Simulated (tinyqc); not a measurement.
# Raman line shape of confined optical phonons and breathing modes of small crystals, step by step

A worked calculation. Computed by tinyqc, a small Python program that keeps every step. Command: `OMP_NUM_THREADS=1 python tinyqc.py 3020672 3020673 out.jsonl confine walk`. One thread of a shared host (Intel(R) Xeon(R) Processor @ 2.30GHz), about 0.02 s of CPU time with the checks. Intermediate numbers are printed to about 6 digits and carried at full precision; extremes and crossings named in words are read from the listed rows.

Confinement in 3 direction(s) lets phonons with q away from zero scatter light. q is in units of 2 pi/a, from 0 to 1, and the branch is isotropic: omega(q)^2 = (omega_0^2 + omega_X^2)/2 + ((omega_0^2 - omega_X^2)/2) cos(pi q). The model and its constant beta are phenomenological; beta = 8 is the common choice.

Inputs (values chosen for the exercise, modelled on silicon):
```
quantity                                value      unit
bulk frequency omega_0                  520.2      1/cm
frequency at the zone boundary omega_X    420      1/cm
natural width Gamma_0                     3.4      1/cm
lattice constant a                      5.431  angstrom
size L                                    4.5        nm
confinement constant beta                   8         -
probe offset omega - omega_0             -3.8      1/cm
longitudinal velocity                    8920       m/s
transverse velocity                      5310       m/s
```

Shape: sphere.

Constants: c = 299792458 m/s.

## Range of wave vectors

Weight W(q) = q^2 exp(-(2 L q/a)^2/(2 beta)) dq, that is exp(-k^2 L^2/(2 beta pi^2)) for k = 2 pi q/a. Width q_c = a sqrt(2 beta)/(2 L), where the exponential falls to 1/e; curvature of the branch: omega(q) = omega_0 - c q^2, c = pi^2 (omega_0^2 - omega_X^2)/(8 omega_0); for small q_c the mean of q^2 is (number of confined directions) q_c^2/2, and the mean shift is -c times that.

q_c = 0.241378 2 pi/a

curvature c = 223.423 1/cm

mean shift, quadratic estimate = -19.5260 1/cm

omega(q_c) - omega_0 = -12.5569 1/cm

## Intensity at one frequency

I(omega) = int W(q) / [(omega - omega(q))^2 + (Gamma_0/2)^2] dq / int W dq x (Gamma_0/2)^2, by 400 Gauss-Legendre points on 0 < q < min(1, 2.5 a sqrt(2 beta)/L). Bulk Lorentzian 1/(1 + (2 offset/Gamma)^2); mean shift = weighted mean of omega(q) less the bulk frequency.

I at the probe offset = 0.153385

bulk Lorentzian there = 0.166763

mean shift, from the weights = -17.8093 1/cm

## Peak, width and asymmetry

The peak is the maximum of I; the width is taken between the half-maximum points, and the asymmetry is the low-side half-width over the high-side one.

peak shift = -8.2186 1/cm

full width = 25.611 1/cm

asymmetry = 2.4418

peak height (bulk = 1) = 0.17698

The peak moves 46 % as far as the mean: the tail on the low side carries the rest. A shift without broadening or asymmetry would point to stress, not size.

## Line shape against size

The formulas are those given above.

Line shape:
```
L (nm)  peak shift (1/cm)  full width (1/cm)  asymmetry  mean shift, quadratic estimate (1/cm)
3                 -18.235             55.191     2.4255                               -43.9335
3.6               -12.517             38.725     2.4807                               -30.5094
4.4               -8.5603             26.674     2.4506                               -20.4236
5.5               -5.7928             18.008     2.3213                               -13.0711
7                 -3.9153             12.169     2.0974                               -8.06942
10                -2.2831             7.4127     1.7023                               -3.95401
15                -1.2577             4.9228     1.3207                               -1.75734
25               -0.55931             3.7526     1.0692                              -0.632642
```

The peak shift falls with exponent -2.06 at the small end and -1.59 at the large end. For still larger L it tends to the mean shift, which goes as 1/L^2; the ratio is 0.42 in the first row and 0.88 in the last. The width exceeds Gamma_0 by over 10 % for L up to 25 nm. In a sphere the factor q^2 removes the weight at q = 0, so the peak itself moves strongly.

## Breathing mode of the free sphere

Lamb: with s = omega R/v_L, R = L/2, the lowest radial mode solves tan(s)/s = 1/(1 - s^2 v_L^2/(4 v_T^2)), s between pi/2 and pi; wavenumber = s v_L/(2 pi c R).

root s = 2.51267

breathing frequency = 1585.40 GHz

breathing wavenumber = 52.8832 1/cm

Checks made by the program: mean shift of a large crystal against the quadratic estimate (relative difference 4e-05).
